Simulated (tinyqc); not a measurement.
# Worked calculation: resistance of a source-drain extension with a graded tip

Numbers from tinyqc (`OMP_NUM_THREADS=1 python tinyqc.py 2282022 2282023 out.jsonl`; about 0.05 s on one thread of a shared Intel Xeon 2.30GHz). Printed values are rounded.

y runs along the channel, the gate covers y > 0. The doping is N0 for y < y0 and N0 10^(-(y - y0)/la) beyond, uniform over the depth xj. Sheet conductance s(y) = q mu(N) max(N - Nch, 0) xj + (for y > 0) ma Cox Vo, with mu(N) = u0 + (u1 - u0)/(1 + (N/Nr)^au) and Cox = eps0 eox/tox. Current is taken as one-dimensional; depletion of the tip, spreading and the contact are left out. The metallurgical junction lies at yj, where N = Nch.

Inputs (values chosen for the exercise); mobility law close to that of electrons in silicon:

| symbol | value | unit | meaning |
|---|---|---|---|
| eox | 3.9 |  | relative permittivity of the gate insulator (close to silicon dioxide) |
| tox | 3.9 | nm | insulator thickness |
| N0 | 1.4e20 | cm^-3 | active doping of the extension far from the gate |
| la | 1.9 | nm/decade | lateral abruptness |
| y0 | 4.2 | nm | position under the gate where the fall begins (gate edge at 0) |
| xj | 21 | nm | depth of the extension |
| Nch | 1.5e18 | cm^-3 | channel doping |
| Vo | 0.87 | V | gate overdrive |
| ma | 89 | cm^2/(V s) | mobility of the gate-induced layer |
| u1 | 1414 | cm^2/(V s) | mobility at low doping |
| u0 | 68.5 | cm^2/(V s) | mobility at high doping |
| Nr | 9.2e16 | cm^-3 | reference doping |
| au | 0.711 |  | exponent |
| Lg | 60 | nm | gate length |

Constants: q = 1.602176634e-19 C, eps0 = 8.8541878128e-14 F/cm where lengths are in cm. Results are converted to the units shown.

## Sheet resistances and junction position

yj = y0 + la log10(N0/Nch); sheet resistance of the full extension 1/[q mu(N0)(N0 - Nch) xj] and of the gate-induced layer 1/(ma Cox Vo); metallurgical length Lg - 2 yj; ye is where the doped and the gate-induced conductances are equal.

yj = 7.943070 nm
sheet resistance of the extension = 283.0728 ohm/square
sheet resistance of the induced layer = 14586.19 ohm/square
metallurgical length = 44.11386 nm
ye = 7.483846 nm
N at ye = 2.616906e18 cm^-3

The gate takes over 0.459 nm before the junction, where N is still 1.74 times the channel doping.

## Resistance of the overlapped part

Midpoint rule on 10 equal steps from 0 to yj: R_ov = sum h/s(y), per width.

```
point     y (nm)    N (cm^-3)  doped conductance (uS)  sheet resistance (ohm/square)
0      0.3971535       1.4e20                3532.660                       277.6839
1       1.191460       1.4e20                3532.660                       277.6839
2       1.985767       1.4e20                3532.660                       277.6839
3       2.780074       1.4e20                3532.660                       277.6839
4       3.574381       1.4e20                3532.660                       277.6839
5       4.368688  1.141155e20                2915.490                       335.1152
6       5.162995  4.358011e19                1205.449                       784.9249
7       5.957302  1.664302e19                515.0912                       1713.358
8       6.751609  6.355880e18                215.0503                       3525.990
9       7.545916  2.427277e18                58.69744                       7858.212
```

R_ov = 12.396 ohm um

The exact integral is 13.003 ohm um; the coarse sum is 4.7 % below it.
